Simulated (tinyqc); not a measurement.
Polycrystalline film, grain-boundary barriers (Seto model): effect of the trap density at a boundary.

One-dimensional grains of size Lg with donors N; each boundary has Qt acceptor-like traps per area at one level Et below the band edge. Trapped electrons qt deplete a width w = qt/N (both sides together) and raise a barrier Vb = q N w^2/(8 eps0 eps_r). Current crosses the barriers by thermionic emission at small bias. Abrupt depletion, full ionisation, Boltzmann statistics.

Partly depleted grains: the density at the grain centre is n0 = N and qt = Qt/(1 + 2 (Nc/N) exp((Vb - Et)/Vt)). If that gives qt >= N Lg, the grains are fully depleted: qt = N Lg, w = Lg and n0 = 2 Nc exp((Vb - Et)/Vt)/(Qt/(N Lg) - 1). Resistivity: barriers rb = Vt exp(Vb/Vt)/(q n0 vc Lg), grain interior rg = (1 - w/Lg)/(q mg N); effective mobility 1/(q N (rb + rg)).

Parameters, values chosen for the exercise; values close to those of polycrystalline silicon:
```
symbol    value        unit                                     meaning
T           400           K                                 temperature
eps_r      11.7              relative permittivity of the semiconductor
Lg          200          nm                                  grain size
N        5.6e17       cm^-3                               donor density
mg          150  cm^2/(V s)                     mobility inside a grain
vc        5.9e6        cm/s          collection velocity at the barrier
Nc      4.31e19       cm^-3      conduction-band density of states at T
Et         0.41          eV              trap level below the band edge
```

Constants: q = 1.602176634e-19 C, kB = 1.380649e-23 J/K, Vt = kB T/q, eps0 = 8.8541878128e-14 F/cm where lengths are in cm. Results are converted to the units shown.

The same in every row: n0 (cm^-3) = 5.6000e17.

Results:

| Qt (cm^-2) | w/Lg | Vb (V) | resistivity (ohm cm) |
|---|---|---|---|
| 2.5e11 | 0.022296 | 0.0021528 | 0.076113 |
| 3.7e11 | 0.032996 | 0.0047147 | 0.075585 |
| 5.4e11 | 0.048147 | 0.010038 | 0.075083 |
| 1.2e12 | 0.10667 | 0.049278 | 0.079977 |
| 1.7e12 | 0.14921 | 0.096417 | 0.11661 |
| 2.5e12 | 0.19663 | 0.16743 | 0.47861 |
| 3.8e12 | 0.22241 | 0.21422 | 1.6858 |

Estimate the missing row, Qt = 8e11 cm^-2.

Computed row:

| Qt (cm^-2) | w/Lg | Vb (V) | resistivity (ohm cm) |
|---|---|---|---|
| 8e11 | 0.071287 | 0.022007 | 0.075172 |

With this row back in the table: As Qt goes from 2.5e11 to 3.8e12 cm^-2, the barrier rises from 0.00215 to 0.214 V and the resistivity goes from 0.0761 through a minimum of 0.0751 (at Qt = 5.4e11 cm^-2 among the rows listed) to 1.69 ohm cm. The grains are fully depleted in 0 of the 8 rows. For Qt = 2.5e11 to 1.2e12 cm^-2 the barrier is under 2 Vt, where the depletion and emission pictures are rough.

Program tinyqc, `OMP_NUM_THREADS=1 python tinyqc.py 2610007 2610008 out.jsonl`; Intel Xeon 2.30GHz, shared host, one thread, about 0.01 s.
